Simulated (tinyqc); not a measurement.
Periodic multilayer mirror for extreme ultraviolet light: sweeps and comparisons. A value that a table varies takes the place of the one given here.

s polarisation, vacuum above. q_j = sqrt(N_j^2 - sin^2 theta); interface r_jk = (q_j - q_k)/(q_j + q_k) exp(-2 (2 pi/lam)^2 q_j q_k sg^2) (Nevot-Croce; sg = 0 if not given); phase factor of a layer x_j = exp(4 pi i q_j d_j/lam). Each period has the spacer (thickness (1 - Gm) L) on top of the absorber (Gm L). In this recursion R is the amplitude; R in tables and results is the reflectance, its squared modulus. The substrate is of the spacer material. Starting with R = 0 in it, each interface upward gives R -> (r + R x)/(1 + r R x), x that of the layer below the interface (1 for the substrate).

Values chosen for the exercise (optical constants near those of Mo and Si at 13.5 nm; shifted at random, so the results belong to these values and not to a real crystal):
- lam = 13.5 nm (wavelength)
- dA = (0.0763, 0.00613) (delta and beta of the absorber, N = 1 - delta + i beta)
- dS = (0.0009, 0.00193) (delta and beta of the spacer and the substrate)
- L = 6.92 nm (period)
- Gm = 0.41 (absorber share of the period)
- theta = 3 degrees (angle from the normal)
- sg = 0 nm (interface roughness)
- Np = 40 (periods)

## Number of periods

The last column sets both beta to zero.

Reflectance:
```
periods      R  R without absorption
5        0.111                 0.124
10       0.320                 0.389
15       0.497                 0.633
20       0.609                 0.798
30       0.706                 0.945
40       0.732                 0.986
50       0.738                 0.996
60       0.740                 0.999
80       0.740                 1.000
100      0.740                 1.000
```

R reaches 0.732 at 40 periods and 0.740 at 100; it stays within 0.01 of the last value from 40 periods on. Without absorption the last value is 1.000: absorption, not the count of layers, caps the mirror.

## Wavelength

The optical constants are held fixed.

Reflectance:
```
lam (nm)      R
12.9      0.111
13.0      0.228
13.1      0.493
13.2      0.627
13.3      0.691
13.4      0.723
13.5      0.732
13.6      0.708
13.7      0.594
13.8      0.220
13.9      0.093
14.0      0.152
14.1      0.051
14.2      0.022
14.3      0.062
```

The largest value listed is 0.732 at 13.5 nm, against lam_B = 2 L Re(mean q) = 13.380 nm; the peak lies on the long side, where the nodes of the standing wave fall in the absorber. R exceeds half of that from 13.1 to 13.7 nm of the wavelengths listed, at least 4.4 % of the wavelength; a chain of ten mirrors narrows it, since R^10 falls to half where R has lost only 7 %.

## Absorber share

For each Gm the period is set so that lam_B = 2 L Re(mean q) equals lam - 0.09 nm.

Results:
```
Gm    L (nm)      R
0.15   6.797  0.480
0.20   6.824  0.603
0.25   6.850  0.671
0.30   6.876  0.707
0.35   6.903  0.725
0.40   6.930  0.731
0.45   6.957  0.730
0.50   6.985  0.722
0.60   7.040  0.686
0.70   7.096  0.614
```

The largest value listed is 0.731 at 0.4. The contrast of a period goes as sin(pi Gm) and is largest at 0.5, while the loss grows with Gm; R is 0.722 at 0.5, 0.707 at 0.3 and 0.614 at 0.7. Absorption pulls the best share below 0.5.

## Angle of incidence

Results:
```
theta (degrees)  lam_B (nm)      R
0                    13.400  0.732
2                    13.391  0.732
4                    13.365  0.731
6                    13.321  0.724
8                    13.260  0.699
10                   13.182  0.608
12                   13.087  0.271
14                   12.974  0.115
16                   12.844  0.121
18                   12.698  0.032
20                   12.534  0.057
```

lam_B = 2 L Re(mean q) falls with the angle, from 13.400 to 12.534 nm; the largest value listed is 0.732 at 2 degrees. R stays above 90 % of that value at 0, 2, 4, 6 and 8 degrees, which bounds the cone of light that a mask or mirror with this period accepts.

## Tolerances

R of the mirror, and R^10 for a chain of ten such mirrors. Each row changes one parameter from the base and keeps the others.

Results:
```
case                         R    R^10
base                    0.7315  0.0439
L = 6.96 nm             0.7266  0.0410
Gm = 0.45               0.7267  0.0411
theta = 5 degrees       0.7286  0.0421
sg = 0.2 nm             0.7268  0.0411
dA = (0.0763, 0.00736)  0.7081  0.0317
lam = 13.55 nm          0.7255  0.0404
```

The largest shifts from the base row, up to three for each result and ties (the steps differ in size, so this ranks the rows, not the parameters). R: dA -0.0234, lam -0.0061, L -0.0049. R^10: dA -0.0122, lam -0.00351, L -0.00284.

Computed by tinyqc, a small Python program: `OMP_NUM_THREADS=1 python tinyqc.py 1651287 1651288 out.jsonl` (the numbers bound the seed that draws the inputs); one thread of a shared host (Intel(R) Xeon(R) Processor @ 2.30GHz), about 0.01 s for the whole set of steps.
